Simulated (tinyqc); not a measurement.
Worked calculation: nucleation and growth of vacancy voids in a cooling silicon-like crystal. Computed by tinyqc, a small Python program that keeps every step. Command: `OMP_NUM_THREADS=1 python tinyqc.py 3019989 3019990 out.jsonl voids walk`. One thread of a shared host (Intel(R) Xeon(R) Processor @ 2.30GHz), about 0.3 s of CPU time with the checks. Intermediate numbers are printed to about 5 digits and carried at full precision; extremes and crossings named in words are read from the listed rows.

Spherical voids; vacancies are lost only to voids.

Inputs (values chosen for the exercise, for a model crystal):

| quantity | value | unit |
|---|---|---|
| vacancy density at the melting point C_m | 8.6e+14 | 1/cm^3 |
| formation energy E_f | 4.06 | eV |
| melting point T_m | 1685 | K |
| diffusion prefactor D0 | 0.00036 | cm^2/s |
| migration energy E_m | 0.36 | eV |
| site density rho | 5e+22 | 1/cm^3 |
| void surface energy gamma | 0.876 | J/m^2 |
| cooling rate q | 3.7 | K/min |
| ratio (V/G)/xi_c | 2.42 | - |
| limit of the excess at high V/G | 2.2e+14 | 1/cm^3 |
| temperature of the worked step T | 1360 | K |
| temperature step | 0.25 | K |

Vacancy supply: from V/G.

Constants: k_B = 8.617333262e-05 eV/K; k_B = 1.380649e-23 J/K; e = 1.602176634e-19 C.

## Vacancy excess

C = C_x (u - 1)/(u + 0.2) with u = (V/G)/xi_c, a form chosen for the exercise.

initial excess C = 1.1924e+14 1/cm^3

## Nucleation rate at T with the initial excess

C_e = C_m exp[-(E_f/k_B)(1/T - 1/T_m)]; D = D0 exp(-E_m/(k_B T)); f = k_B T ln(C/C_e); r* = 2 gamma/(rho f); W* = 16 pi gamma^3/(3 rho^2 f^2); Z = f/sqrt(12 pi W* k_B T); I = rho Z (4 pi r* D C) exp(-W*/(k_B T)).

C_e = 1.0780e+12 1/cm^3

D = 1.6682e-05 cm^2/s

driving force f = 0.55153 eV

critical radius r* = 0.39654 nm

W*/(k_B T) = 30.729

rate I = 3.0944e+11 1/(cm^3 s)

Cooling by 10 K multiplies I by 12: nucleation switches on within a narrow range of temperature. Caution: at such a rate voids would have used up the initial excess before the crystal cooled to this T.

## Cooling through the nucleation range

March down from 1500 K in steps dT, dt = dT/q, with values at the upper end of each step: a class of I dt voids is born with r*; then all classes grow by r^2 += 2 D (C - C_e) dt/rho; C falls by the vacancies added to voids. Stop at 1150 K. T_n is the T of the largest I, N the final count (classes under 1e-6 /cm^3 are dropped), and the mean radius the number average.

Rows around the peak of I:

| T (K) | C (1/cm^3) | C_e (1/cm^3) | I (1/(cm^3 s)) | voids (1/cm^3) | mean radius (nm) |
|---|---|---|---|---|---|
| 1429.75 | 1.1924e+14 | 5.8422e+12 | 5.6711e-04 | 9.4045e-03 | 12.259 |
| 1419.75 | 1.1924e+14 | 4.6321e+12 | 1.3067e+00 | 2.6867e+01 | 13.251 |
| 1409.75 | 1.1922e+14 | 3.6606e+12 | 7.7704e+02 | 1.9513e+04 | 14.254 |
| 1404.75 | 1.1885e+14 | 3.2500e+12 | 1.1584e+04 | 3.3420e+05 | 14.891 |
| 1401.75 | 1.1730e+14 | 3.0249e+12 | 3.9079e+04 | 1.4319e+06 | 15.765 |
| 1399.75 | 1.1430e+14 | 2.8831e+12 | 5.4610e+04 | 2.9756e+06 | 17.122 |
| 1397.75 | 1.0860e+14 | 2.7475e+12 | 3.9265e+04 | 4.6128e+06 | 19.655 |
| 1395.75 | 1.0030e+14 | 2.6180e+12 | 1.3140e+04 | 5.4890e+06 | 23.340 |
| 1393.75 | 9.0502e+13 | 2.4942e+12 | 2.2214e+03 | 5.7212e+06 | 27.296 |
| 1390.75 | 7.5295e+13 | 2.3188e+12 | 5.2815e+01 | 5.7565e+06 | 32.167 |
| 1387.75 | 6.1165e+13 | 2.1550e+12 | 3.7902e-01 | 5.7572e+06 | 35.652 |

temperature of peak nucleation T_n = 1399.75 K

void density N = 5.7572e+06 1/cm^3

mean radius = 45.895 nm

vacancies left at 1150 K = 4.6847e+09 1/cm^3

I rises as supersaturation builds and collapses once the first voids have drawn C down by 4 % at the peak. Nearly all the excess then goes into these voids: [3 C/(4 pi rho N)]^(1/3) = 46.2 nm.

## Cooling rate

The formulas are those given above.

At fixed C:

| q (K/min) | T_n (K) | N (1/cm^3) | mean radius (nm) |
|---|---|---|---|
| 0.37 | 1410.00 | 1.9401e+05 | 142.30 |
| 0.93 | 1406.00 | 7.5402e+05 | 90.46 |
| 1.90 | 1402.75 | 2.1587e+06 | 63.68 |
| 3.70 | 1399.75 | 5.7572e+06 | 45.89 |
| 7.40 | 1396.25 | 1.5961e+07 | 32.65 |
| 15.00 | 1392.50 | 4.5105e+07 | 23.08 |
| 37.00 | 1387.25 | 1.6987e+08 | 14.82 |

Over the rows N goes as q^1.47 and the radius as q^-0.49, near the 3/2 and -1/2 of the scaling argument (depletion time 1/(4 pi N r D) equal to the time in the nucleation range, at fixed N r^3). T_n drops only 23 K for a factor 100 in q. Fast cooling gives many small voids, which an anneal can dissolve.

## Vacancy excess varied

The formulas are those given above.

At fixed q:

| C (1/cm^3) | T_n (K) | N (1/cm^3) | mean radius (nm) |
|---|---|---|---|
| 4.80e+13 | 1352.25 | 1.0929e+07 | 27.340 |
| 7.20e+13 | 1373.00 | 8.2133e+06 | 34.440 |
| 1.20e+14 | 1400.00 | 5.7314e+06 | 46.062 |
| 1.90e+14 | 1425.00 | 4.1471e+06 | 59.828 |
| 3.00e+14 | 1450.25 | 3.0071e+06 | 77.581 |

More vacancies nucleate earlier (T_n rises by 98 K) and give fewer, larger voids: N goes as C^-0.70 and the radius as C^0.57, steeper than the -1/2 and +1/2 of the scaling argument at fixed D, because D rises with T_n.

Checks made by the program: Z against the curvature of W(n) (relative difference below 1e-10); N against a run with half the step (relative difference 2e-03).
